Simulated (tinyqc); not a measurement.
Free and trapped electrons in a MOS channel with a dense trap tail: two steps of the calculation.

p-type body, charge-sheet picture, full ionisation (an idealisation for deep acceptors), Boltzmann statistics for free electrons. e = Ec - EF at the surface. Acceptor-like traps of density D(E) = D0 + De exp(-E/Ew) at depth E below Ec, from 0 to Eu, hold n_t = integral of D(E)/(1 + exp((e - E)/Vt)). psi = Eg - Vt ln(Nv/Na) - e; N_dep = sqrt(2 eps0 eps_r Na (psi - Vt)/q); n_f = sqrt(N_dep^2 + 2 eps0 eps_r Vt Nc exp(-e/Vt)/q) - N_dep; Vg = Vfb + psi + q (N_dep + n_t + n_f)/Cox, Cox = eps0 eox/tox.

Parameters, values chosen for the exercise; band and dielectric values close to those of 4H silicon carbide:
- T = 400 K (temperature)
- Eg = 3.24 eV (band gap)
- eps_r = 9.53 (relative permittivity)
- Nc = 2.6e19 cm^-3 (conduction-band density of states at T)
- Nv = 3.82e19 cm^-3 (valence-band density of states at T)
- eox = 3.9 (relative permittivity of the insulator)
- tox = 40 nm (insulator thickness)
- Na = 4.4e15 cm^-3 (acceptor density)
- Vfb = -2.14 V (flat-band voltage without trapped charge)
- D0 = 2.3e10 cm^-2 eV^-1 (constant background density of acceptor-like traps)
- De = 6e13 cm^-2 eV^-1 (density of the tail at the conduction edge)
- Ew = 0.06 eV (decay energy of the tail)
- Eu = 0.76 eV (depth below Ec down to which the traps reach)
- mf = 77 cm^2/(V s) (mobility of free electrons)
- e = 0.154 eV (Ec - EF at the surface)

Constants: q = 1.602176634e-19 C, kB = 1.380649e-23 J/K, Vt = kB T/q, eps0 = 8.8541878128e-14 F/cm where lengths are in cm. Results are converted to the units shown.

Question 1. Trapped charge. Trapezoid rule on 16 equal steps from 0 to Eu, f = 1/(1 + exp((e - E)/Vt)).

Wanted: E; D(E) f; n_t.

Answer 1.

```
point   E (eV)  D(E) f (cm^-2 eV^-1)
0            0              6.808e11
1      0.04750              1.184e12
2      0.09500              1.887e12
3       0.1425              2.339e12
4       0.1900              1.887e12
5       0.2375              1.073e12
6       0.2850              5.302e11
7       0.3325              2.568e11
8       0.3800              1.294e11
9       0.4275              7.126e10
10      0.4750              4.487e10
11      0.5225              3.291e10
12      0.5700              2.749e10
13      0.6175              2.503e10
14      0.6650              2.392e10
15      0.7125              2.342e10
16      0.7600              2.319e10
```

n_t = 4.697e11 cm^-2

Question 2. Charges and gate voltage. psi, N_dep, n_f and Vg as defined, with the n_t given; free share n_f/(n_f + n_t); apparent mobility mf n_f/(n_f + n_t); gate voltage spent on traps q n_t/Cox.

n_t = 4.6972544e11 cm^-2

Wanted: psi; N_dep; n_f; Vg; free share; apparent mobility; gate voltage spent on traps.

Answer 2.

psi = 2.773 V
N_dep = 3.563e11 cm^-2
n_f = 1.287e11 cm^-2
Vg = 2.405 V
free share = 21.51 %
apparent mobility = 16.56 cm^2/(V s)
gate voltage spent on traps = 0.8718 V

Program tinyqc, `OMP_NUM_THREADS=1 python tinyqc.py 2222203 2222204 out.jsonl`; Intel Xeon 2.30GHz, shared host, one thread, about 0.02 s.
